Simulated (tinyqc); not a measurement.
Worked calculation: coherent transport through a tight-binding region between two chains. Computed by tinyqc, a small Python program that keeps every step. Settings: temperature = 4, mu = -0.01. Command: `OMP_NUM_THREADS=1 python tinyqc.py 21559 21560 out.jsonl` (the two numbers bound the seeds that draw the settings). One thread of a shared host (Intel(R) Xeon(R) Processor @ 2.60GHz), about 0.1 s of CPU time with the checks.

## Transmission at E = 0.41 eV

H of the central region (eV):
$$\begin{pmatrix}
0.000000 & -2.130000 & 0.000000 & 0.000000 & 0.000000 & 0.000000 \\
-2.130000 & 0.000000 & -0.900000 & 0.000000 & 0.000000 & 0.000000 \\
0.000000 & -0.900000 & 0.000000 & -1.910000 & 0.000000 & 0.000000 \\
0.000000 & 0.000000 & -1.910000 & 0.000000 & -1.750000 & 0.000000 \\
0.000000 & 0.000000 & 0.000000 & -1.750000 & 0.000000 & -1.900000 \\
0.000000 & 0.000000 & 0.000000 & 0.000000 & -1.900000 & 0.000000
\end{pmatrix}$$

Leads: semi-infinite chains with site energy 0:
```
parameter                           value
lead hopping t (eV)              1.900000
coupling to the left lead (eV)   1.050000
coupling to the right lead (eV)  1.320000
left contact site                       1
right contact site                      6
```

E = 0.410000 eV

Surface Green function g = (E - i sqrt(4 t^2 - E^2)) / (2 t^2); self-energy tc^2 g on each contact site; G = (E - H - Sigma)^(-1); Gamma = -2 Im Sigma; T = Gamma_L Gamma_R |G_LR|^2; local density of states -Im G_ii / pi.

g = 0.056787-0.523243i 1/eV

G (1/eV):
$$\begin{pmatrix}
-0.114022-0.056049i & 0.472900+0.040022i & 0.054420+0.114418i & -0.234514-0.043420i & -0.004452-0.114706i & 0.216961+0.064744i \\
0.472900+0.040022i & -0.066288-0.134605i & 0.022113-0.033400i & 0.026489+0.070596i & -0.030340+0.019914i & -0.017850-0.069320i \\
0.054420+0.114418i & 0.022113-0.033400i & -0.138868-0.255573i & 0.542950+0.070599i & 0.024359+0.262400i & -0.505342-0.121649i \\
-0.234514-0.043420i & 0.026489+0.070596i & 0.542950+0.070599i & -0.129031-0.048420i & 0.009068-0.065710i & 0.116888+0.058777i \\
-0.004452-0.114706i & -0.030340+0.019914i & 0.024359+0.262400i & 0.009068-0.065710i & -0.028710-0.270996i & 0.524160+0.119000i \\
0.216961+0.064744i & -0.017850-0.069320i & -0.505342-0.121649i & 0.116888+0.058777i & 0.524160+0.119000i & -0.220768-0.079816i
\end{pmatrix}$$

local density of states (1/eV): [0.017841, 0.042846, 0.081352, 0.015413, 0.086261, 0.025406]

transmission = 0.107846

## Transmission across the band

The same steps on a grid of energies.

T(E):
```
E (eV)              T
-3.61000000  0.001265
-3.24900000  0.159326
-2.88800000  0.271530
-2.52700000  0.648754
-2.16600000  0.533987
-1.80500000  0.374371
-1.44400000  0.496051
-1.08300000  0.430090
-0.72200000  0.182790
-0.36100000  0.102051
0.00000000   0.084591
0.36100000   0.102051
0.72200000   0.182790
1.08300000   0.430090
1.44400000   0.496051
1.80500000   0.374371
2.16600000   0.533987
2.52700000   0.648754
2.88800000   0.271530
3.24900000   0.159326
3.61000000   0.001265
```

levels of the isolated region (eV): [-3.060451, -2.243637, -1.125715, 1.125715, 2.243637, 3.060451]

## Current

I = (2e/h) int T(E) [f(E - mu - V/2) - f(E - mu + V/2)] dE at 4 K with mu = -0.01 eV, the bias not changing H; 2e^2/h = 77.48092 microsiemens; the integral runs over the band on 4001 points.

Current:
```
V (volt)  I (microampere)
0.010000         0.065625
0.050000         0.327683
0.100000         0.656191
0.200000         1.317367
0.400000         2.672642
0.800000         5.675072
```
